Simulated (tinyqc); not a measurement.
## Well width from the intersubband spacing

Question. In an empty well of width L and depth Vb, level k solves kw L/2 = (k - 1) pi/2 + arctan(sqrt((mw/mb)(Vb - E)/E)) with kw = sqrt(mw E/C), C = hbar^2/(2 m0). Find L, E1 and E2 from the spacing.

Values chosen for this exercise; material values those of a made-up well:
```
symbol   value  unit                       meaning
mw      0.0407    m0      mass along z in the well
mb      0.0694    m0  mass along z in the barriers
Vb       0.485    eV                barrier height
```

Constants: q = 1.602176634e-19 C, hbar = 1.054571817e-34 J s, m0 = 9.1093837015e-31 kg, hbar^2/(2 m0) = 0.0380998212 eV nm^2. Results are converted to the units shown.

E2 - E1 = 105.87015 meV

Answer. Both levels are solved for trial widths until their difference matches. A second level is bound only for L above 4.36 nm, and over that range one width gives this spacing.

L = 12.6 nm
E1 = 35.2 meV
E2 = 141 meV

Program tinyqc, `OMP_NUM_THREADS=1 python tinyqc.py 2140123 2140124 out.jsonl`; Intel Xeon 2.30GHz, shared host, one thread, about 0.2 s.
